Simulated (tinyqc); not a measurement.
Worked calculation: electrons shared among three sets of ellipsoidal valleys. Values are carried at full precision from step to step, so a last printed digit may differ when a step is redone from the rounded ones.

Constants: hbar^2/2m0 = 3.80998211 eV angstrom^2; kB = 8.617333262e-05 eV/K.

Inputs chosen for the exercise (masses and offsets near those of Si; mobilities are free inputs, held fixed; not measured data): ml = (0.937, 0.937, 1.762) m0 (longitudinal masses of Delta2, Delta4, L); mt = (0.1858, 0.1858, 0.1202) m0 (transverse masses); M = (2, 4, 4) (valleys in each set); T = 400 K; dE = (0, 0.073, 0.806) eV (edges of Delta2, Delta4, L above the first, the first two split by strain); n = 1.6e+18 1/cm^3 (total electron density); mu = (1600, 940, 560) cm^2/(V s) (mobility of each set, for current in the plane normal to the Delta2 axis).

## Masses of each set

One valley: m_d = (ml mt^2)^(1/3). Whole set: m_de = M^(2/3) m_d. Mean over three axes: 1/m_c = (1/ml + 2/mt)/3. Anisotropy K = ml/mt.

m_d, m_de, m_c (m0) and K of each set:
```
set        m_d    m_de     m_c      K
Delta2  0.3186  0.5058  0.2536   5.04
Delta4  0.3186  0.8029  0.2536   5.04
L       0.2942  0.7413  0.1744  14.66
```

m_de/m_c is 1.99 for Delta2, 3.17 for Delta4, 4.25 for L: many anisotropic valleys give many states at a light conductivity mass. m_c is the mean over three axes; a set that holds only some of the equivalent valleys conducts with a mass that depends on direction.

## Effective densities of states

N_i = M_i times N = 2 (m kB T/(4 pi c))^(3/2) with c = hbar^2/2m0, in 1/angstrom^3; times 1e24 for 1/cm^3, with m = (ml mt^2)^(1/3).

kT = 0.034469 eV

N_i (1/cm^3): Delta2 1.3897e+19, Delta4 2.7794e+19, L 2.4657e+19

## Fermi level and populations

F_j(eta) = (1/Gamma(j + 1)) integral_0^infinity x^j dx/(1 + exp(x - eta)), which tends to exp(eta) for eta << 0.

Solve n = sum_i N_i F_1/2((EF - dE_i)/kT), energies from the edge of the first set.

EF = -0.0810 eV

eta_i: Delta2 -2.35, Delta4 -4.47, L -25.73

n_i (1/cm^3): Delta2 1.28e+18, Delta4 3.17e+17, L 1.64e+08

shares: Delta2 0.8016, Delta4 0.1984, L 0.0000

Delta2 holds most electrons (80.2 %). Boltzmann weights N_i exp(-dE_i/kT) would give Delta4 a share of 0.1939.

## Drift and Hall mobility of the mixture

With f_i the shares, mu_drift = sum f_i mu_i; low-field Hall mobility mu_H = sum f_i mu_i^2/mu_drift (scattering and anisotropy factors set to 1); the Hall density is n mu_drift/mu_H; rho = 1/(e n mu_drift), e = 1.602176634e-19 C.

mu_drift = 1469 cm^2/(V s)
mu_H = 1516 cm^2/(V s)
Hall density = 1.55e+18 1/cm^3
rho = 0.00266 ohm cm

A Hall measurement would read 96.9 % of the true density. The mobilities are of the size met in pure crystals; at this density impurities would cut them and raise rho, by a factor of two to ten or more depending on crystal and density.

## Checks

- Share of Delta4 at n = 1e10 1/cm^3 against the Boltzmann weight: both 0.1939.

Run: tinyqc, `OMP_NUM_THREADS=1 python tinyqc.py 1681865 1681866 out.jsonl`; Intel(R) Xeon(R) Processor @ 2.30GHz, one thread, shared host; about 0.01 s of CPU time with all checks.
